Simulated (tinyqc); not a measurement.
Growth mode over temperature: epitaxial growth on a vicinal surface: Burton-Cabrera-Frank step flow, step-edge barrier and island nucleation. Computed by tinyqc, a small Python program. Command: `OMP_NUM_THREADS=1 python tinyqc.py 3024124 3024125 out.jsonl stepflow walk`. One thread of a shared host (Intel(R) Xeon(R) Processor @ 2.30GHz), about 0.01 s of CPU time with the checks.

Adatoms land at rate F, hop on a square grid (a simplification for hexagonal faces), desorb, or join steps. Lengths are in units of a and n is the adatom coverage. Steps ascend at x = 0 and descend at x = l.

Inputs (values chosen for the exercise, close to those used for Ge(001)): site spacing a = 4 angstrom; step height h = 1.41 angstrom; diffusion barrier E_d = 0.619 eV; desorption energy E_a = 2.61 eV; adatom formation energy E_f = 1.02 eV; step-edge barrier E_s = 0 eV; attempt frequency nu = 5 THz; deposition rate F = 4 layers/s; miscut angle = 2 degrees; temperature T = 520 C; critical nucleus size i = 2; binding energy of the critical nucleus E_i = 0.53 eV.

Constants: k_B = 8.617333262e-05 eV/K.

Method:
- D = nu exp(-E_d/(k_B T)) (a^2/s, nu counted per direction); tau = exp(E_a/(k_B T))/nu; x_s = sqrt(D tau); n_eq = exp(-E_f/(k_B T)); terrace width l = h/(a tan(miscut)); Schwoebel length l_s = exp(E_s/(k_B T)) - 1.
- D n'' - n/tau + F = 0 with n(0) = n_eq and -l_s n'(l) = n(l) - n_eq. With u = n - F tau, A = n_eq - F tau, y = l/x_s, s = l_s/x_s: u = A cosh(x/x_s) + B sinh(x/x_s), B = A (1 - cosh y - s sinh y)/(sinh y + s cosh y). Flux into the ascending step J+ = D B/x_s, over the descending one J- = -(D/x_s)(A sinh y + B cosh y); step velocity J+ + J-; growth rate (J+ + J-)/l. For small y: J+ + J- = (F - n_eq/tau) l, J-/J+ = l/(l + 2 l_s).
- Island density on a flat surface without desorption: N = 0.25 (F/D)^(i/(i+2)) exp(E_i/((i+2) k_B T)) per site, with E_i = 0 for i = 1; spacing l_n = N^(-1/2). Step flow needs an effective width l_eff = 2 x(peak) below l_n.
- Temperatures in kelvin are T(C) + 273.15.
- x(peak) solves tanh(x/x_s) = -B/A. Rows where evaporation outweighs deposition are left out.

Scales:
```
T (C)     x_s (a)  l_s (a)  incorporated share  l_n (a)  l_eff/l_n
320    2.8734e+08        0              1.0000    28.02    0.36022
370    6.3215e+07        0              1.0000    39.22    0.25739
420    1.7303e+07        0              1.0000    52.29    0.19305
470    5.6380e+06        0              1.0000    67.07    0.15051
520    2.1161e+06        0              1.0000    83.37    0.12108
570    8.9212e+05        0              1.0000   100.99    0.09996
620    4.1429e+05        0              1.0000   119.73    0.08431
670    2.0870e+05        0              1.0000   139.42    0.07240
720    1.1264e+05        0              1.0000   159.88    0.06314
```

The ratio stays below 1: step flow in every row. Incorporation goes from 100.0 % to 100.0 %.

Extremes, crossings and ranges named in words are read from the listed rows.
